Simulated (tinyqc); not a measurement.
Worked calculation: static screening by free carriers. Values are carried at full precision from step to step, so a last printed digit may differ when a step is redone from the rounded ones.

kF = (3 pi^2 n/Mv)^(1/3), EF = c kF^2/m with c = hbar^2/2m0, n in 1/angstrom^3 (1e-24 per 1/cm^3), e2 = e^2/(4 pi eps0). Thomas-Fermi: qTF^2 = 6 pi e2 n/(eps EF). Debye: qD^2 = 4 pi e2 n/(eps kB T).

Constants: hbar^2/2m0 = 3.80998211 eV angstrom^2; e^2/(4 pi eps0) = 14.39964547 eV angstrom; kB = 8.617333262e-05 eV/K; a0 (Bohr radius) = 0.5291772105 angstrom; hbar = 6.58211957e-16 eV s.

Values chosen for the exercise (near those of Si; shifted at random, so the results belong to these values and not to a real crystal):
- n = 7.6e+17 1/cm^3 (carrier density)
- m = 0.3207 m0 (mass of one isotropic valley)
- Mv = 6 (valleys)
- eps = 11.8 (background dielectric constant)
- T = 400 K
- q = 0.0195 1/angstrom (wave vector)
- aD = 27.8 angstrom (trial radius)
- NI = 1.1e+18 1/cm^3 (ionised impurities)

## Fermi and screening wave vectors

Also the effective Bohr radius aB = a0 eps/m and rs = (3/(4 pi n))^(1/3)/aB.

kF = 0.015537 1/angstrom
EF at 0 K = 2.868 meV
EF/kT = 0.0832
qTF = 0.078076 1/angstrom
qD = 0.018388 1/angstrom
aB = 19.47 angstrom
rs = 3.49

The gas is not degenerate, so the Debye value applies.

## Screening at finite temperature

F_j(eta) = (1/Gamma(j + 1)) integral_0^infinity x^j dx/(1 + exp(x - eta)), which tends to exp(eta) for eta << 0.

At finite T: qs^2 = qD^2 F_-1/2(eta)/F_1/2(eta), where n = Mv N F_1/2(eta) and N = 2 (m kB T/(4 pi c))^(3/2) with c = hbar^2/2m0, in 1/angstrom^3; times 1e24 for 1/cm^3.

Solve for eta and form qs.

n/(Mv N) = 0.01805
eta = -4.008
qs = 0.01833 1/angstrom
screening length 1/qs = 54.56 angstrom

qs is 0.997 of the Debye value and 0.235 of the Thomas-Fermi value.

## Lindhard function at one q

Lindhard at zero temperature: eps(q)/eps = 1 + (qTF/q)^2 L(x), x = q/(2 kF), L(x) = 1/2 + ((1 - x^2)/(4x)) ln|(1 + x)/(1 - x)|.

Compare with Thomas-Fermi, 1 + (qTF/q)^2.

x = 0.6275
L(x) = 0.8561
eps(q)/eps, Lindhard = 14.72
eps(q)/eps, Thomas-Fermi = 17.03

The carriers respond with 86 % of their long-wave strength at this q. The zero-temperature form is an exercise here: at the temperature of this gas EF is only 0.083 kT.

## A donor in the screened potential

Donor in the screened potential -(e2/eps) exp(-qs r)/r with the trial function exp(-r/a): E(a) = c/(m a^2) - (e2/eps) 4/(a (2 + qs a)^2), e2 = e^2/(4 pi eps0), c = hbar^2/2m0; isotropic mass.

Evaluate both terms at a = aD.

kinetic term = 15.372 meV
potential term = -27.880 meV
E(aD) = -12.508 meV
unscreened level -m Ry/eps^2 (Ry = 13.60569312 eV) = -31.337 meV

This trial radius gives a bound state.

## Ionised-impurity scattering at E = 3 kT

Brooks-Herring rate for an electron of energy E: 1/tau = NI (pi e2^2/(eps^2 hbar)) (sqrt(c/m)/E^(3/2)) Phi(b), with Phi = ln(1 + b) - b/(1 + b), b = (2k/qs)^2, k^2 = m E/c, NI in 1/angstrom^3.

e2 = e^2/(4 pi eps0), c = hbar^2/2m0; mobility estimate mu = tau/(m m0/e) with m0/e = 5.685630e-12 kg/C, times 1e4 for cm^2/(V s).

b = 103.6
Phi = 3.6600
1/tau = 2.97e+12 1/s
mu at this energy = 1.85e+03 cm^2/(V s)

b is well above 1, the regime that the Brooks-Herring formula is meant for; a true mobility averages tau over the distribution.

## Checks

- Scattering rate against the golden-rule integral over angles (1/s): both 2.966e+12.
- L(x) at x = 0.7 against the integral over the Fermi sphere: both 0.81595.

Run: tinyqc, `OMP_NUM_THREADS=1 python tinyqc.py 1681896 1681897 out.jsonl`; Intel(R) Xeon(R) Processor @ 2.30GHz, one thread, shared host; about 0.01 s of CPU time with all checks.
